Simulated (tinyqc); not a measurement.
Thermionic-field emission through a Schottky barrier, WKB: effect of temperature.

Metal on an n-type semiconductor with one parabolic valley; V > 0 is forward bias (metal positive). Energies E are counted from the conduction edge of the neutral semiconductor, whose Fermi level lies at -xi; that of the metal lies at -xi - V. The barrier is a parabola of height Vd = phi - xi - V (depletion approximation, no image force).

Nc = 2 (2 pi me m0 kB T/h^2)^1.5 (times 1e-6 for cm^-3); Nd = Nc F12(-xi/Vt), F12(x) = (2/sqrt(pi)) int_0^infinity sqrt(u)/(1 + exp(u - x)) du; E00 = (hbar/2) sqrt(Nd/(me m0 eps0 eps_r)) in SI units (volts). For E < Vd, ln T(E) = -(Vd/E00) [sqrt(1 - y) - y ln((1 + sqrt(1 - y))/sqrt(y))], y = E/Vd; T(E) = 1 above. J = A* T (q/kB) int_0^infinity T(E) N(E) dE, N = ln[(1 + exp((-xi - E)/Vt))/(1 + exp((-xi - V - E)/Vt))], A* = 4 pi q me m0 kB^2/h^3 (times 1e-4 for A/(cm^2 K^2)). The integral is converged to the digits shown; the share over the barrier is that of E > Vd, and 0 means below 1e-6 %. phi is held fixed. By a common rule of thumb, E00/Vt below 0.5 marks thermionic emission, 0.5 to 5 thermionic-field emission and above 5 field emission.

Values chosen for this exercise; band and dielectric values close to those of silicon: electron mass me = 0.258 m0; relative permittivity eps_r = 11.9; barrier height seen from the metal phi = 0.33 eV; donor density Nd = 9.3e17 cm^-3; bias V = 0.1 V.

Constants: q = 1.602176634e-19 C, kB = 1.380649e-23 J/K, eps0 = 8.8541878128e-12 F/m, hbar = 1.054571817e-34 J s, h = 6.62607015e-34 J s, m0 = 9.1093837015e-31 kg, Vt = kB T/q. Results are converted to the units shown.

Result of one run:
```
T (K)	E00/Vt	J (A/cm^2)	share over the barrier (%)	mean E/Vd
150	0.7905	2.027	0.644	0.5749
```

What becomes of these results when the temperature T is changed from 150 to 400 K, all else the same?

Result of the changed run:
```
T (K)	E00/Vt	J (A/cm^2)	share over the barrier (%)	mean E/Vd
400	0.2965	1.716e4	34.5	0.9417
```

The whole series:
```
T (K)	E00/Vt	J (A/cm^2)	share over the barrier (%)	mean E/Vd
60	1.976	9.880e-4	0	0.1299
100	1.186	0.03172	2.50e-3	0.3431
150	0.7905	2.027	0.644	0.5749
200	0.5929	43.32	4.57	0.7094
250	0.4743	385.2	11.5	0.7910
300	0.3953	1921	19.5	0.8489
400	0.2965	1.716e4	34.5	0.9417
```

J rises from 9.88e-4 to 17200 A/cm^2, and the mean E/Vd rises from 0.130 to 0.942, as E00/Vt falls from 1.98 (thermionic-field emission) to 0.296 (thermionic emission). Between the first two rows J changes by a factor of 32.1, between the last two by 8.93.

Range of the model: One isotropic valley is assumed; bands with several valleys have a larger Richardson constant and Nc. The depletion approximation, a parabolic band and the neglect of image-force lowering make these currents estimates at high doping.

tinyqc, about 0.04 s, one thread, Intel Xeon 2.30GHz (shared host): `OMP_NUM_THREADS=1 python tinyqc.py 2640042 2640043 out.jsonl`
